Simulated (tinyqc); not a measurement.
Worked calculation: one-electron ion in a basis of Gaussians. One step of it, computed by the program tinyqc.

Question. Generalised eigenproblem. Solve H C = S C e through S^(-1/2); each column has its largest component positive (the first on a tie).

H = T + V (hartree):
$$\begin{pmatrix}
-11.178488 & -12.576469 & -11.943894 \\
-12.576469 & -15.180389 & -16.802978 \\
-11.943894 & -16.802978 & -6.564937
\end{pmatrix}$$

S:
$$\begin{pmatrix}
1.000000 & 0.745612 & 0.364932 \\
0.745612 & 1.000000 & 0.745571 \\
0.364932 & 0.745571 & 1.000000
\end{pmatrix}$$

Give: eigenvalues of S; eigenvalues; coefficients.

Answer.

eigenvalues of S: [0.1124, 0.6351, 2.2526]

eigenvalues (hartree): [-17.3662, -2.1293, 33.3160]

coefficients:
$$\begin{pmatrix}
0.2654 & 1.4142 & -0.8322 \\
0.5340 & -0.9869 & 2.0330 \\
0.3284 & -0.1748 & -1.6199
\end{pmatrix}$$

For Z = 6 and l = 0 the exact lowest level is -Z^2/(2 n^2) with n = l + 1: -18.000000 hartree.
